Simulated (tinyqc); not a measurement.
The diagram with and without ligand: potential-pH (Pourbaix) lines of a metal, its cation, its oxide and an oxyanion, with a complexing ligand. Computed by tinyqc, a small Python program. Command: `OMP_NUM_THREADS=1 python tinyqc.py 3019240 3019241 out.jsonl pourb walk`. One thread of a shared host (Intel(R) Xeon(R) Processor @ 2.30GHz), about 0.02 s of CPU time with the checks.

Potentials are against the standard hydrogen electrode; solids and water have unit activity; dG_f of M, H+ and the electron is zero; F = e N_A and s = R T ln(10)/F. The cation carries z = 2.

Inputs (values chosen for the exercise, for a model metal):
```
quantity                                      value    unit
dG_f of the cation                           -163.5  kJ/mol
dG_f of the oxide                            -339.3  kJ/mol
dG_f of the oxyanion                        -416.63  kJ/mol
dG_f of water                               -237.14  kJ/mol
temperature T                                298.15       K
log10 of the dissolved activity a                -4       -
log10 of the stability constant beta of ML      6.3       -
pKa of HL                                       7.2       -
total ligand c_L                              0.035   mol/L
```

Species: M, M2+, MO, MO2(2-).

Constants: R = 8.314462618 J/(mol K); e = 1.602176634e-19 C; N_A = 6.02214076e+23 1/mol.

Method. M2+ + 2e = M; MO + 2H+ + 2e = M + H2O; MO2(2-) + 4H+ + 2e = M + 2H2O. For each, E0 = -dG/(z F), and E = E0 + (s/z) log10 a - (s n_H/z) pH, with no activity term for the oxide. The free ligand is c_L/(1 + 10^(pKa - pH)) (ligand in excess); dissolved metal is a in all, so the free cation is a/alpha, alpha = 1 + beta [L]; the cation line drops by (s/z) log10 alpha.

E0 (V): cation -0.847279, oxide -0.529407, oxyanion 0.298750

s = 0.0591593 V

Lines against the metal (V); the species with the lowest line is stable above it:
```
pH    cation    oxide  oxyanion  stable above  cation with ligand  stable above, ligand
0   -0.96560  -0.5294    0.1804        cation             -0.9657             dissolved
2   -0.96560  -0.6477   -0.0562        cation             -0.9703             dissolved
4   -0.96560  -0.7660   -0.2928        cation             -1.0145             dissolved
5   -0.96560  -0.8252   -0.4112        cation             -1.0438             dissolved
6   -0.96560  -0.8844   -0.5295        cation             -1.0726             dissolved
7   -0.96560  -0.9435   -0.6478        cation             -1.0967             dissolved
8   -0.96560  -1.0027   -0.7661         oxide             -1.1070             dissolved
9   -0.96560  -1.0618   -0.8844         oxide             -1.1087             dissolved
10  -0.96560  -1.1210   -1.0028         oxide             -1.1089                 oxide
12  -0.96560  -1.2393   -1.2394      oxyanion             -1.1089              oxyanion
14  -0.96560  -1.3576   -1.4760      oxyanion             -1.1089              oxyanion
```

What does the comparison show, and why?

Without ligand the oxide holds 3 of the eleven rows (pH 8 to 10), with it 1 (pH 10). The ligand acts once beta [L] exceeds 1, from pH = pKa - log10(beta c_L) = 2.4 on; its line then falls by at most s/z per pH unit and flattens beyond pKa, 0.143 V below the free cation at most. The oxide line falls faster, by s per pH unit, so the oxide takes over again at higher pH.

Extremes, crossings and ranges named in words are read from the listed rows.
